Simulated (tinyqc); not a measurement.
Conduction-band offset of an n-N heterojunction from carrier-profile moments: one step of the calculation.

Layer 1 (x < 0) accumulates electrons and layer 2 (x > 0) is depleted. Boltzmann statistics. The bands bend down by V1 in layer 1 and up by V2 in layer 2, with V1 + V2 = VD = dE + Vt ln[(N2/Nc2)/(N1/Nc1)].

Question. Offset from the moments. A C-V profile smears n(x) but keeps its zeroth and first moments: si = -int (N - n) dx, VD = (q/(eps0 eps_r)) int (N - n) x dx, dE = VD - Vt ln[(N2/Nc2)/(N1/Nc1)]. Use the trapezoidal rule on each side.

Inputs (values chosen for the exercise); values of the order of III-V alloys: temperature T = 200 K; relative permittivity of both layers eps_r = 12.4; density of states of the narrow-gap layer 1 Nc1 = 6.5e17 cm^-3; density of states of the wide-gap layer 2 Nc2 = 1.4e18 cm^-3; conduction-band offset dE = 0.25 eV; donor density in layer 1 N1 = 1.8e16 cm^-3; donor density in layer 2 N2 = 5.3e16 cm^-3; fixed charge at the interface si = 0 cm^-2.

Constants: q = 1.602176634e-19 C, kB = 1.380649e-23 J/K, Vt = kB T/q, eps0 = 8.8541878128e-14 F/cm where lengths are in cm. Results are converted to the units shown.

```
left point  -x (nm)  n in layer 1 (cm^-3)
0                 0            6.26149e17
1             0.592            5.27614e17
2              3.59            2.68756e17
3              10.3            1.08648e17
4              21.8            4.92991e16
5              38.9            2.88835e16
6              62.5            2.15332e16
7              93.3            1.89746e16
8               132            1.82093e16
9               179            1.80332e16
```

```
right point  x (nm)  n in layer 2 (cm^-3)
0                 0            6.76347e11
1              9.89            1.09353e13
2              24.4            2.93298e14
3              41.3            4.16476e15
4                60            2.06012e16
5              80.2            4.03356e16
6               102            4.96338e16
7               124            5.22027e16
8               148            5.28390e16
9               172            5.29677e16
```

Wanted: si; VD; dE.

Answer.

si = 3.481e10 cm^-2
VD = 0.2544 V
dE = 0.2490 eV

On these few points dE comes out -0.98 meV from the true 0.25 eV, and si misses by 3.5e10 cm^-2, 9.7 % of Q1.

tinyqc, about 0.08 s, one thread, Intel Xeon 2.30GHz (shared host): `OMP_NUM_THREADS=1 python tinyqc.py 2410056 2410057 out.jsonl`
